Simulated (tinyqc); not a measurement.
# Changing the optical or intervalley deformation potential D_o

Model: hot carriers by balance equations with a heated Maxwellian. Computed by tinyqc, a small Python program. Command: `OMP_NUM_THREADS=1 python tinyqc.py 3018673 3018674 out.jsonl hot sweep`. One thread of a shared host (Intel(R) Xeon(R) Processor @ 2.30GHz), about 0.05 s of CPU time with the checks.

The carriers follow a Maxwellian at an electron temperature T_e, slightly displaced; the drift energy is neglected against k_B T_e. The balance averages the rate, not the time, so mu_0 lies below the relaxation-time value.

Inputs (values chosen for the exercise, modelled on holes in germanium): effective mass m = 0.294 m_0; density rho = 5323 kg/m^3; sound velocity v_l = 5170 m/s; acoustic deformation potential D_A = 4.6 eV; phonon energy hbar w = 38.4 meV; final valleys Z_f = 1; lattice temperature T = 100 K; electric field F = 0.31 kV/cm; mixing = 0.2; iteration cap = 300.

Band: parabolic. Solver: damped fixed point.

Constants: k_B = 8.617333262e-05 eV/K; k_B = 1.380649e-23 J/K; e = 1.602176634e-19 C; hbar = 1.054571817e-34 J s; m_0 = 9.1093837015e-31 kg; hbar = 6.582119569e-16 eV s.

Method:
- Parabolic band: E = hbar^2 k^2/(2 m), speed v = hbar k/m, states per spin, volume and energy g(E) = m k/(2 pi^2 hbar^2). Masses are multiplied by m_0 and all formulas are in SI units.
- Phonon occupation N_q = 1/(exp(hbar w/(k_B T)) - 1).
- Acoustic deformation potential (elastic, equipartition, absorption and emission together): 1/tau = 2 pi k_B T D_A^2 g(E)/(hbar rho v_l^2).
- Optical or intervalley deformation potential: 1/tau = (pi Z_f D_o^2/(rho w)) [N_q g(E + hbar w) + (N_q + 1) g(E - hbar w)], with g = 0 below the band edge.
- Averages over the Maxwellian, <y> = int y x^(1/2) exp(-x) dx / int x^(1/2) exp(-x) dx with x = E/(k_B T_e), split at x_0 = hbar w/(k_B T_e): 64 Gauss-Legendre points in sqrt(x) below it and 128 in sqrt(x - x_0) above it, up to x = 32. Momentum balance: mu(T_e) = e/(m nu), nu = <x (sum of rates)>/<x>. Power lost per carrier: P(T_e) = hbar w <emission rate - absorption rate> + <(2 m v_l^2/(k_B T)) (E - 2 k_B T) acoustic rate>.
- Energy relaxation time at weak heating: tau_E = (3/2) k_B / (dP/dT_e), the derivative by a central difference of +/- 0.5 K at T_e = T.
- Fixed point: T_out = T + (T_e - T) e mu(T_e) F^2/P(T_e), T_new = T_e + mixing (T_out - T_e).
- Start at T_e = 1.5 T; stop when T_e moves by less than 1e-6 K or exceeds 1e6 K.
- v = mu(T_e) F; warm-carrier coefficient (mu/mu_0 - 1)/F^2.

One run for each value; columns: (1) optical or intervalley deformation potential D_o (1e8 eV/cm); (2) drift velocity (1e7 cm/s); (3) electron temperature T_e (K); (4) energy relaxation time tau_E (ps); (5) low-field mobility mu_0 (cm^2/(V s)):
```
(1)      (2)    (3)    (4)    (5)
1.0   0.3923  879.0  216.2  39927
1.5   0.4479  588.2  117.9  39532
2.2   0.5024  383.7   60.7  38740
3.2   0.5357  264.0   30.2  37185
4.7   0.5414  193.1   14.3  34176
10.0  0.4597  126.4    3.2  22308
15.0  0.3553  110.7    1.4  14326
```

Give the missing row, optical or intervalley deformation potential D_o (1e8 eV/cm) = 6.9.

Computed row; columns: (1) optical or intervalley deformation potential D_o (1e8 eV/cm); (2) drift velocity (1e7 cm/s); (3) electron temperature T_e (K); (4) energy relaxation time tau_E (ps); (5) low-field mobility mu_0 (cm^2/(V s)):
```
(1)     (2)    (3)  (4)    (5)
6.9  0.5167  151.2  6.7  29104
```

Interpolating between the two neighbouring rows (the first column on a logarithmic scale, the others too where they are positive) misses most in low-field mobility mu_0 (cm^2/(V s)), by 5.5 %. Over the rows, drift velocity (1e7 cm/s) goes from 0.392 through a maximum among these rows, 0.541 at 4.70, to 0.355; electron temperature T_e (K) falls from 879 to 111 (exponent d ln y / d ln x -0.99 between the first rows and -0.33 between the last); energy relaxation time tau_E (ps) falls from 216 to 1.44 (exponent d ln y / d ln x -1.5 between the first rows and -2.0 between the last).

Caution (rows 4.70, 6.90, 10.0, 15.0): the drift energy m v^2/2 is not small against the heating (3/2) k_B (T_e - T), so T_e - T is rough.

Extremes, crossings and ranges named in words are read from the listed rows.
